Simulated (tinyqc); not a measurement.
Inside a calculation. Method: plane-wave Kohn-Sham cycle with exchange-only LDA in a layered model solid. One step of it, computed by the program tinyqc.

Task: Iteration 2: levels at that k. Diagonalise the Hermitian matrix.

H (hartree):
```
           -2         -1         +0         +1         +2
-2   0.442447  -0.252623  -0.000024   0.000328   0.000097
-1  -0.252623  -0.079303  -0.252623  -0.000024   0.000328
+0  -0.000024  -0.252623  -0.221598  -0.252623  -0.000024
+1   0.000328  -0.000024  -0.252623   0.015561  -0.252623
+2   0.000097   0.000328  -0.000024  -0.252623   0.632174
```

Give: eigenvalues.

Result:

eigenvalues (hartree): -0.5228  -0.1320  0.1540  0.5583  0.7317
